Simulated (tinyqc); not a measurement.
Worked calculation: heat flow across a film from the phonon Boltzmann equation in the relaxation-time approximation. Computed by tinyqc, a small Python program that keeps every step. Command: `OMP_NUM_THREADS=1 python tinyqc.py 3020272 3020273 out.jsonl slabbte walk`. One thread of a shared host (Intel(R) Xeon(R) Processor @ 2.30GHz), about 0.02 s of CPU time with the checks. Intermediate numbers are printed to about 7 digits and carried at full precision; extremes and crossings named in words are read from the listed rows.

Two black walls, hot at x = 0 and cold at x = L, emit phonons isotropically. For one free path Lambda, with tau = x/Lambda, tau_L = L/Lambda and phi = (T - T_cold)/Delta T, energy balance gives phi(tau) = (1/2) [E2(tau) + int_0^tau_L phi(s) E1(|tau - s|) ds]; E_n are the exponential integrals. The flux over the ballistic flux C v Delta T/4 is psi = 1 - 2 int_0^tau_L phi(s) E2(s) ds, and kappa_eff/kappa = (3/4) tau_L psi. kappa = C v Lambda/3 is an input, so at fixed kappa a longer free path means a smaller C v.

Inputs (values chosen for the exercise, modelled on indium phosphide): bulk conductivity kappa = 66.3 W/(m K); film thickness L = 48 nm; wall temperature difference Delta T = 11 K; free path Lambda_1 = 86 nm; free path Lambda_2 = 410 nm; share f_2 of kappa = 0.33; free path Lambda_3 = 2900 nm; share f_3 of kappa = 0.14; cells n in the small system = 4.

Free-path groups: three.

## The small linear system for Lambda_1

Cut the film into n equal cells with constant phi, collocated at the centres c_i: the kernel integrates to A_ij = |E2(|c_i - e_j|) - E2(|c_i - e_(j+1)|)|/2 for cell edges e_j, and A_ii = 1 - E2(half a cell); solve (1 - A) phi = E2(c)/2; psi = 1 - 2 sum_j phi_j [E3(e_j) - E3(e_(j+1))].

optical thickness tau_L = 0.5581395

1 - A:
```
[[0.7823357, -0.1096673, -0.0676817, -0.0472009],
 [-0.1096673, 0.7823357, -0.1096673, -0.0676817],
 [-0.0676817, -0.1096673, 0.7823357, -0.1096673],
 [-0.0472009, -0.0676817, -0.1096673, 0.7823357]]
```

right-hand side E2(c)/2: [0.3911679, 0.2815005, 0.2138188, 0.1666179]

flux weights E3(e_j) - E3(e_(j+1)): [0.1109341, 0.07900318, 0.05990060, 0.04664072]

## Temperature profile and flux in the small system

In short, (1 - A) phi = b and psi = 1 - 2 sum_j w_j phi_j, with b the right-hand side and w_j the flux weights; the cells divide 0 to tau_L.

phi at the cell centres: [0.6375946, 0.5444145, 0.4555855, 0.3624054]

psi, small system = 0.6841317

## Fine solution for Lambda_1

Use 150 and 300 cells and extrapolate psi = (4 psi(300) - psi(150))/3. The jump at the hot wall is 1 - phi there (linear extrapolation from the first two of 300 cells). Two-flux (diffusion with slip) formula: psi = 1/(1 + 3 tau_L/4).

psi for Lambda_1 = 0.6822119

kappa_eff/kappa for Lambda_1 = 0.2855771

jump at the wall / Delta T for Lambda_1 = 0.3022239

psi, two-flux formula = 0.7049180

The small system misses psi by +0.28 % and the two-flux formula by +3.3 %. For Lambda_1 alone: Jumps at the walls and the gradient inside share Delta T.

## Conductivity, flux and boundary resistance of the film

Each group is solved on its own with 150 and 300 cells, psi = (4 psi(300) - psi(150))/3, and weighted by its share of kappa (f_1 is what the others leave); exchange of energy between groups inside the film is left out. Flux J = kappa_eff Delta T/L; apparent boundary resistance per wall (L/kappa_eff - L/kappa)/2.

kappa_eff = 11.88374 W/(m K)

kappa_eff/kappa = 0.1792419

flux J = 2.723356 GW/m^2

apparent resistance per wall = 1.657576 m^2 K/GW

## Exact and approximate size effects

Two-flux: kappa_eff/kappa = sum f_i/(1 + 4 Lambda_i/(3 L)). Matthiessen with the thickness: sum f_i/(1 + Lambda_i/L). Ballistic limit: sum f_i 3 L/(4 Lambda_i).

Kappa_eff/kappa:
```
L (nm)   Boltzmann    two-flux  Matthiessen  ballistic limit
2.6     0.01333187  0.01340715   0.01775795       0.01368109
8.6     0.04179763  0.04239849   0.05537551       0.04525284
22      0.09651164  0.09887582    0.1258226        0.1157631
52       0.1899905   0.1958815    0.2393191        0.2736218
130      0.3398042   0.3495604    0.4044325        0.6840546
340      0.5234639   0.5341910    0.5872961         1.789066
860      0.6857049   0.6948731    0.7373040         4.525284
2200     0.8122803   0.8188339    0.8486143         11.57631
```

The two-flux formula lies above the Boltzmann result by at most about 3.1 % (at L = 52 nm); the Matthiessen form is high by up to 33 %, since it misses the factor 3/4 of the ballistic limit. The thinnest film reaches 97 % of that limit, and the thickest, 25 Lambda_1, only 81 % of the bulk value: the long free paths keep the size effect alive far beyond Lambda_1. Rows below about 10 nm are near the phonon wavelength, where a particle picture fails.

Checks made by the program: symmetry phi(tau) + phi(tau_L - tau) = 1 (relative difference below 1e-10); thick-film limit psi = 1/(3 tau_L/4 + 1.0657) at tau_L = 20 (relative difference 2e-04).
